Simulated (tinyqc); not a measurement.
Gas flow in a process chamber: flow regimes, conductance, effective pumping speed, pump-down, outgassing and purge: one step, computed by the program tinyqc. Command: `OMP_NUM_THREADS=1 python tinyqc.py 3120998 3120999 out.jsonl pump walk`. One thread of a shared host (Intel(R) Xeon(R) Processor @ 2.30GHz), about 0.08 s of CPU time with the checks.

Ideal gas, isothermal flow, a pump of constant speed at the end of a round pipe; process gas, volume gas and outgassing are given the same properties. 1 sccm = 101325 Pa x 1e-6 m^3/60 s x T/273.15 K.

Problem. Molecular flow. Mean speed c = sqrt(8 k_B T/(pi m)); aperture conductance C_a = c pi d^2/16; molecular pipe C_m = C_a/(1 + 3 l/(4 d)) (Dushman form); viscous pipe C_v = pi d^4 p_mean/(128 eta l); Knudsen interpolation C = C_v + C_m (1 + x)/(1 + 1.24 x), x = d p_mean sqrt(m/(k_B T))/eta. Effective speed 1/S_eff = 1/S + 1/C_m; time constant V/S_eff; pressure at which the free path k_B T/(sqrt2 pi d_m^2 p) equals d.

Inputs (values chosen for the exercise, modelled on nitrogen near room temperature):
```
quantity            value   unit
molar mass M        28.01  g/mol
molecular diameter   0.37     nm
temperature T         350      K
chamber volume V       95      L
pipe diameter d        10     cm
pipe length l          41     cm
pump speed S          320    L/s
```

Constants: k_B = 1.380649e-23 J/K; u = 1.6605390666e-27 kg.

Give: mean speed c; C_a; C_m; S_eff in molecular flow; time constant; pressure where the free path equals d.

Solution.

mean speed c = 514.4 m/s

C_a = 1010 L/s

C_m = 247.8 L/s

S_eff in molecular flow = 139.7 L/s

time constant = 0.6802 s

pressure where the free path equals d = 0.07945 Pa

The pipe passes on 44 % of the pump speed.
